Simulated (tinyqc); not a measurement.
## Abrupt p-n junction, non-linear Poisson equation by Newton steps: capacitance and field against bias

One dimension, p side on the left, n side on the right; net doping C = -Na for x < 0 and +Nd for x > 0. The potential psi is counted from the intrinsic level, and the quasi-Fermi potentials are flat: 0 for holes and -V for electrons, so n = ni exp((psi + V)/Vt) and p = ni exp(-psi/Vt) (Boltzmann statistics, full ionisation, no current).

The Poisson equation d/dx(eps0 eps_r dpsi/dx) = -q (p - n + C) is solved on a mesh of more than 1000 nodes that ends in neutral material (psi_p = -Vt ln(Na/ni), psi_n = Vt ln(Nd/ni) - V). C_j = q d/dV of the integral of p over x, from the linearised equation. ni = sqrt(Nc Nv) exp(-Eg/(2 Vt)), Eg in volts. Depletion approximation: Vbi = Vt ln(Na Nd/ni^2), W = sqrt(2 eps0 eps_r (Vbi - V)(1/Na + 1/Nd)/q), xp = W Nd/(Na + Nd), xn = W Na/(Na + Nd), peak field 2 (Vbi - V)/W, capacitance eps0 eps_r/W. The last column applies it to an abrupt Na-Nd junction.

Inputs (values chosen for the exercise); band and dielectric values close to those of silicon: temperature T = 350 K; band gap Eg = 1.11 eV; relative permittivity eps_r = 11.5; conduction-band density of states at T Nc = 3.52e19 cm^-3; valence-band density of states at T Nv = 3.3e19 cm^-3; acceptor density of the p side Na = 1.3e17 cm^-3; donor density of the n side Nd = 1.2e18 cm^-3.

Constants: q = 1.602176634e-19 C, kB = 1.380649e-23 J/K, Vt = kB T/q, eps0 = 8.8541878128e-14 F/cm where lengths are in cm. Results are converted to the units shown.

Capacitance and field against bias:
```
V (V)	peak |E| (kV/cm)	C_j (nF/cm^2)	1/C_j^2 (cm^4/uF^2)	eps0 eps_r/C_j (nm)	abrupt depletion C (nF/cm^2)
0.13	156.6	121.5	67.73	83.80	116.0
-0.89	248.4	75.67	174.6	134.6	74.34
-1.91	315.2	59.63	281.2	170.8	58.97
-2.94	370.6	50.71	388.9	200.8	50.30
-3.96	418.3	44.92	495.5	226.7	44.64
-4.98	461.1	40.75	602.1	249.9	40.54
-6	500.3	37.56	708.7	271.1	37.40
```

What does the comparison show?

With V going from 0.13 to -6 V, C_j falls from 122 to 37.6 nF/cm^2 and the peak field rises from 157 to 500 kV/cm. The slope of 1/C_j^2, read as N = 2/(q eps0 eps_r |slope|), gives 1.17e17 cm^-3 between the first two rows and 1.17e17 cm^-3 between the last two, against Na Nd/(Na + Nd) = 1.17e17 cm^-3; the slopes of all rows agree within 0.3 %, as for uniform doping at both edges. At the end C_j goes as (Vbi - V)^(-0.50) with Vbi = 0.841 V, and it is 0.44 % above the abrupt depletion formula (at the first row 4.8 % above it).

Program tinyqc, `OMP_NUM_THREADS=1 python tinyqc.py 2000147 2000148 out.jsonl`; Intel Xeon 2.30GHz, shared host, one thread, about 0.01 s.
